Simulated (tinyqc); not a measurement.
The window of frequencies: the 3-omega method: a line heater on a substrate with a thin film. Computed by tinyqc, a small Python program. Command: `OMP_NUM_THREADS=1 python tinyqc.py 3009310 3009311 out.jsonl threeomega walk`. One thread of a shared host (Intel(R) Xeon(R) Processor @ 2.30GHz), about 0.01 s of CPU time with the checks.

A current at angular frequency omega = 2 pi f heats the line at 2 omega with the amplitude P per length; the temperature swing Delta T at 2 omega gives a voltage at 3 omega. The substrate is taken as semi-infinite and isotropic, and the heat capacity of heater and film is left out.

Inputs (values chosen for the exercise, modelled on alumina on germanium):
```
quantity                      value           unit
substrate conductivity kappa   59.4        W/(m K)
substrate heat capacity C      1.73  1e6 J/(m^3 K)
heater half-width b             4.1     micrometre
power amplitude per length P    6.4            W/m
current frequency f            2700             Hz
substrate thickness d_s         380     micrometre
```

Method:
- D = kappa/C; q = sqrt(2 i omega/D); penetration depth 1/|q| = sqrt(D/(2 omega)).
- Delta T_s = (P/(pi kappa)) int_0^infinity (sin x/x)^2 / sqrt(x^2 + (q b)^2) dx with (q b)^2 = i |q b|^2, averaged over the heater width (12 Gauss-Legendre points on each of the pieces 0, 14 log-spaced edges from 1e-5 to 1, and multiples of pi to 40 pi; the tail adds 1/(4 (40 pi)^2)).
- For |q| b much below 1: Delta T_s = (P/(pi kappa)) [-ln(|q| b) + eta - i pi/4], eta = 3/2 - C_E = 0.92278, with Euler's C_E = 0.5772157.
- The slope value uses each f and 2f: kappa = P ln 2/(2 pi [Delta T(f) - Delta T(2f)]).

diffusivity D = 34.3353 mm^2/s

Bare substrate; columns: (1) f (Hz); (2) penetration depth (micrometre); (3) |q| b; (4) in-phase (K); (5) out-of-phase (K); (6) narrow-line form (K); (7) kappa from the slope (W/(m K)):
```
(1)           (2)        (3)        (4)         (5)         (6)     (7)
1.6        1306.8  0.0031375    0.22934   -0.026936     0.22934  59.400
16         413.24  0.0099215    0.18986   -0.026933     0.18986  59.402
160        130.68   0.031375    0.15038   -0.026911     0.15037  59.422
810        58.079   0.070593    0.12258   -0.026832     0.12256  59.511
3300       28.775    0.14249   0.098564   -0.026593    0.098474  59.849
16000      13.068    0.31375   0.071831   -0.025713    0.071403  61.515
65000      6.4835    0.63238   0.048999   -0.023521    0.047365  67.535
330000     2.8775     1.4249   0.026223   -0.017868    0.019504  96.436
1.60e+06   1.3068     3.1375   0.012151   -0.010400  -0.0075667  198.02
9.80e+06  0.52802     7.7648  0.0049059  -0.0046215   -0.038645  491.36
```

What does the comparison show, and why?

The slope gives kappa within 1 % up to |q| b = 0.14 (f = 3300 Hz) among these rows. The penetration depth stays under d_s/5 = 76 micrometre from f = 810 Hz up, so a usable window lies between the two. At high f the flow turns one-dimensional: in-phase and out-of-phase parts become equal in size (ratio 0.94 in the last row) and fall as f^(-1/2) (exponent -0.50).
